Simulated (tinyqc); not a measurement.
Worked calculation: CCSD on RHF in the 3-21g basis, for H2, spin multiplicity 1. One step of it, computed by the program tinyqc.

Question. Orthogonalisation. S = U s U^T; symmetric (Loewdin) form X = U s^(-1/2) U^T, so that X^T S X = 1.

overlap S, order 1H 1s, 1H 2s, 2H 1s, 2H 2s:
$$\begin{pmatrix}
1.000000 & 0.645899 & 0.434096 & 0.492316 \\
0.645899 & 1.000000 & 0.492316 & 0.848382 \\
0.434096 & 0.492316 & 1.000000 & 0.645899 \\
0.492316 & 0.848382 & 0.645899 & 1.000000
\end{pmatrix}$$

Give: eigenvalues of S; X.

Answer.

eigenvalues of S: [0.1009, 0.4843, 0.6166, 2.7981]

X, order 1H 1s, 1H 2s, 2H 1s, 2H 2s:
$$\begin{pmatrix}
1.2752 & -0.4855 & -0.1827 & 0.0728 \\
-0.4855 & 1.9530 & 0.0728 & -1.0108 \\
-0.1827 & 0.0728 & 1.2752 & -0.4855 \\
0.0728 & -1.0108 & -0.4855 & 1.9530
\end{pmatrix}$$
